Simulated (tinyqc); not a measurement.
What each parameter does: parabolic quantum dot in a magnetic field (Fock-Darwin).

Two dimensions, V = m w0^2 r^2/2, one valley. hbar wc = 2 muB B/m, W = sqrt(w0^2 + wc^2/4), E(n, l, s) = (2n + |l| + 1) hbar W - l hbar wc/2 + s gs muB B, n = 0, 1, ..., l = 0, +/-1, ..., s = +/-1/2; length lam = sqrt(2c/(m hbar W)), c = hbar^2/2m0.

Exact treatment: the centre of mass separates with energy W, and the relative motion obeys [-(2c/m) Laplacian + (2c/m) r^2/(2 lam^2)^2 + q/(eps r)] psi = e_l psi for angular number l, solved in 14 Gaussians r^l exp(-a r^2), a = 1.7^i/(4 lam^2), i = -3 to 10. E(S) = W + e_0, E(T) = W + e_1 - wc/2 - Ez.

Constants: muB = 5.788381798e-05 eV/T; hbar^2/2m0 = 3.80998211 eV angstrom^2; e^2/(4 pi eps0) = 14.39964547 eV angstrom.

Values chosen for the exercise (near those of a gate-defined dot in GaAs; not measured data): m = 0.0662 m0 (mass); gs = -0.46 (g factor); w0 = 3.3 meV (confinement energy hbar w0); B = 0.67 T (magnetic field); eps = 13 (dielectric constant).

The two modes W +/- wc/2, lam and the exact E(T) - E(S), with q = e^2/(4 pi eps0) and Ez = |gs| muB B.

Results for these values:

| case | upper mode (meV) | lower mode (meV) | lam (angstrom) | E(T) - E(S) (meV) |
|---|---|---|---|---|
| base | 3.937 | 2.766 | 185.3 | 0.90 |

What happens to each result for m = 0.0761 m0, all else kept?

Answer: upper mode falls from 3.937 to 3.849; lower mode rises from 2.766 to 2.829; lam falls from 185.3 to 173.2; E(T) - E(S) rises from 0.90 to 0.91.

The same for each parameter in turn:

| case | upper mode (meV) | lower mode (meV) | lam (angstrom) | E(T) - E(S) (meV) |
|---|---|---|---|---|
| base | 3.937 | 2.766 | 185.3 | 0.90 |
| B = 0.4 T | 3.668 | 2.969 | 186.2 | 1.13 |
| w0 = 4.12 meV | 4.747 | 3.576 | 166.3 | 1.38 |
| m = 0.0761 m0 | 3.849 | 2.829 | 173.2 | 0.91 |
| gs = -0.69 | 3.937 | 2.766 | 185.3 | 0.89 |
| eps = 11 | 3.937 | 2.766 | 185.3 | 0.77 |

(tinyqc, `OMP_NUM_THREADS=1 python tinyqc.py 1280195 1280196 out.jsonl`, Intel(R) Xeon(R) Processor @ 2.30GHz, 1 thread, shared host, about 0.07 s.)
